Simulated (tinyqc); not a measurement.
Changing the half-width of the volume window w: equation-of-state fits to an energy-volume table made by a known binding curve. Computed by tinyqc, a small Python program. Command: `OMP_NUM_THREADS=1 python tinyqc.py 3009668 3009669 out.jsonl eosfit sweep`. One thread of a shared host (Intel(R) Xeon(R) Processor @ 2.30GHz), about 0.04 s of CPU time with the checks.

With x = (V/V_0)^(1/3), the energy per atom is E = -D [1 + eta (x - 1)] exp(-eta (x - 1)), so that B0 = D eta^2/(9 V_0) and B' = 1 + 2 eta/3. B' = dB/dP at P = 0.

Inputs (values chosen for the exercise, for a model crystal): cohesive energy D = 6.38 eV/atom; true volume V_0 = 24.3 angstrom^3/atom; stiffness eta = 4.4; shift of the window centre s = -0.016; points N = 7; compression V/V_0 for the pressure test = 0.8.

Binding curve: universal binding. Noise: none.

Constants: 1 eV/angstrom^3 = 160.2176634 GPa.

Method:
- B0 and B' from the formulas above; P = -dE/dV at V = c V_0 (c the compression chosen), from the curve itself.
- Table: V_j = V_0 [1 + s + w (2 j/(N - 1) - 1)], j = 0..N-1, rounded to 0.001; E_j from the curve, rounded to 1e-7 eV.
- Third-order Birch-Murnaghan is a cubic in u = V^(-2/3): fit it by linear least squares, find the minimum, and take B0 = V E''(V), B' = -1 - V E'''/E'' there.
- Errors are fitted minus exact, relative; the pressure at c V_0 uses P = (3 B0/2) (x^7 - x^5) [1 + (3/4)(B' - 4)(x^2 - 1)], x = (V0/V)^(1/3) with the fitted values.

One run for each value; columns: (1) half-width of the volume window w; (2) error of B0 (%); (3) error of B' (%); (4) error of that pressure (%); (5) root-mean-square residual (meV):
```
(1)        (2)     (3)     (4)        (5)
0.030   0.0087  -0.622  0.9118  6.248e-05
0.045  -0.0060  -0.631  0.8937  3.773e-04
0.060  -0.0248  -0.670  0.8586  1.144e-03
0.080  -0.0587  -0.729  0.8013  3.619e-03
0.110  -0.1267  -0.850  0.6869  1.299e-02
0.140  -0.2149  -1.006  0.5442  3.415e-02
0.180  -0.3614  -1.269  0.3185  9.347e-02
0.220  -0.5374  -1.590  0.0679  2.089e-01
```

Over the rows, error of B0 (%) falls from 0.00868 to -0.537; error of B' (%) falls from -0.622 to -1.59 (exponent d ln y / d ln x 0.039 between the first rows and 1.1 between the last); error of that pressure (%) falls from 0.912 to 0.0679 (exponent d ln y / d ln x -0.049 between the first rows and -7.7 between the last). The curve is not a cubic in V^(-2/3); the neglected fourth-order term grows with w and leaks into B0, as w^2 once w is much larger than the shift s. A small residual does not prove a small error in B'.

Extremes, crossings and ranges named in words are read from the listed rows.
